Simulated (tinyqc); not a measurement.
## Depth and level of a trap from the time ratio

Question. For an oxide trap tc/te = exp(E/Vt) with E = E0 - dpsi - (xt/tox)(Vg - VT - dpsi), dpsi being the rise of the surface potential above its value at threshold. Find xt and E0, and the depth that would be read if dpsi were ignored.

Inputs (values chosen for the exercise):
```
symbol,value,unit,meaning
T,350,K,temperature
tox,10,nm,insulator thickness
```

Constants: q = 1.602176634e-19 C, kB = 1.380649e-23 J/K, Vt = kB T/q. Results are converted to the units shown.

Vg - VT (V): [0, 0.15]
tc/te: [2.7038400, 0.27822893]
dpsi (V): [0, 0.051909485]

Solution. E + dpsi is a straight line in the oxide voltage Vg - VT - dpsi with slope -xt/tox and intercept E0. Ignoring dpsi assigns the motion of the bands to the trap and overstates its depth.

xt = 1.700 nm
E0 = 0.03000 eV
depth read without dpsi = 4.572 nm

Numbers from tinyqc (`OMP_NUM_THREADS=1 python tinyqc.py 2710067 2710068 out.jsonl`; about 0.01 s on one thread of a shared Intel Xeon 2.30GHz).
